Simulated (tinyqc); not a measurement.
## Margin needed against array size

Cells fail independently with probability Q(k) = erfc(k/sqrt(2))/2 when the margin is k standard deviations, and Y = exp(-Nb Q(k)). phi = exp(-k^2/2)/sqrt(2 pi).  k solves Y = exp(-Nb Q(k)); the estimate is sqrt(2 ln(Nb/(-ln Y))).

Parameters, values chosen for the exercise:
- Y = 0.64 (wanted yield)

Margin needed against array size:
```
Nb,allowed Q,k,estimate
4096,1.090e-4,3.697,4.272
65536,6.810e-6,4.350,4.878
1048576,4.256e-7,4.923,5.417
16777216,2.660e-8,5.440,5.906
268435456,1.663e-9,5.915,6.358
4294967296,1.039e-10,6.355,6.780
68719476736,6.494e-12,6.769,7.178
```

A 1.68e7-fold larger array raises k only from 3.70 to 6.77; the last factor of 16 costs 0.41 standard deviations. The estimate, which drops the factor 1/(k sqrt(2 pi)) of the tail, is 16 % above k in the first row and 6.0 % above it in the last.

Program tinyqc, `OMP_NUM_THREADS=1 python tinyqc.py 2090040 2090041 out.jsonl`; Intel Xeon 2.30GHz, shared host, one thread, about 0.01 s.
